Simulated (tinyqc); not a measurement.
Spectral response: phonon-assisted absorption at an indirect gap.

alpha(E) = sum_j A_j [N_j (E - Eg + w_j)^2 + (N_j + 1)(E - Eg - w_j)^2], each bracket counted only where its base is positive; N_j = 1/(exp(w_j/kB T) - 1). The first term absorbs a phonon and the second emits one; excitons and direct transitions are left out.

Photodiode (Gaertner form with a dead layer): QE = (1 - R) exp(-alpha xj) [1 - exp(-alpha W)/(1 + alpha L)], R = ((nr - 1)/(nr + 1))^2; responsivity = QE/E in A/W for E in eV.

Constants: kB = 8.617333262e-05 eV/K.

Values chosen for the exercise (loosely those of SiGe at room temperature; Eg is not tied to T; shifted at random, so the results belong to these values and not to a real crystal):
- Eg = 0.948 eV (indirect gap, held fixed unless listed)
- w = (51, 14.3) meV (two zone-edge phonons)
- A = (2900, 190) 1/(cm eV^2) (their strengths)
- T = 77 K
- nr = 3.85 (refractive index)
- xj = 0.3 micrometre (dead layer at the surface)
- W = 0.74 micrometre (depleted width)
- L = 3 micrometre (minority diffusion length below it)

Response:

| E (eV) | wavelength (nm) | alpha (1/cm) | 1/alpha (micrometre) | dead layer | collected | QE | A/W |
|---|---|---|---|---|---|---|---|
| 0.97 | 1278 | 0.0527 | 1.90e+05 | 1.000 | 0.000 | 0.000 | 0.000 |
| 1.01 | 1228 | 1.00 | 9.98e+03 | 1.000 | 0.000 | 0.000 | 0.000 |
| 1.07 | 1159 | 17.6 | 568 | 0.999 | 0.007 | 0.004 | 0.004 |
| 1.15 | 1078 | 75.0 | 133 | 0.998 | 0.027 | 0.018 | 0.016 |
| 1.25 | 992 | 203 | 49.2 | 0.994 | 0.072 | 0.047 | 0.037 |
| 1.40 | 886 | 513 | 19.5 | 0.985 | 0.166 | 0.107 | 0.076 |
| 1.60 | 775 | 1.15e+03 | 8.72 | 0.966 | 0.317 | 0.200 | 0.125 |
| 1.85 | 670 | 2.29e+03 | 4.36 | 0.934 | 0.500 | 0.306 | 0.165 |
| 2.15 | 577 | 4.19e+03 | 2.39 | 0.882 | 0.675 | 0.390 | 0.181 |
| 2.55 | 486 | 7.59e+03 | 1.32 | 0.796 | 0.826 | 0.431 | 0.169 |

QE is highest, 0.431, at 2.55 eV of those listed and the responsivity at 2.15 eV; reflection alone caps QE at 0.655. Near the gap weak absorption limits it (collected share 0.000); at the top the dead layer passes 0.796. Far above the gap the quadratic law and a constant index are only rough; in the real crystal direct transitions take over near 2 eV, so the rows above that understate alpha.

Run: tinyqc, `OMP_NUM_THREADS=1 python tinyqc.py 1652705 1652706 out.jsonl`; Intel(R) Xeon(R) Processor @ 2.30GHz, one thread, shared host; about 0.01 s of CPU time with all checks.
